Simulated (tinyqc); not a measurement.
Electron density from the centroid.

Inverse problem. In the Fang-Howard model the centroid is 3/b with b^3 = 6 (mz1/C) q (Nd + 11 Ns/32)/(eps0 eps_r), C = hbar^2/(2 m0), the field in eV/nm. Find b and Ns.

Values chosen for this exercise; masses and permittivity close to those of germanium (111):
- eps_r = 16.1 (relative permittivity)
- mz1 = 1.61 m0 (mass along z of valley set A (1 valley(s)))
- Nd = 3.4e12 cm^-2 (sheet density of depletion charge)

Constants: q = 1.602176634e-19 C, hbar = 1.054571817e-34 J s, m0 = 9.1093837015e-31 kg, eps0 = 8.8541878128e-14 F/cm where lengths are in cm, hbar^2/(2 m0) = 0.0380998212 eV nm^2. Results are converted to the units shown.

centroid = 1.3504813 nm

Answer. b = 3/centroid gives Nd + 11 Ns/32, from which the depletion charge is taken off.

b = 2.22 1/nm
Ns = 1.30e12 cm^-2

Numbers from tinyqc (`OMP_NUM_THREADS=1 python tinyqc.py 2160031 2160032 out.jsonl`; about 0.7 s on one thread of a shared Intel Xeon 2.30GHz).
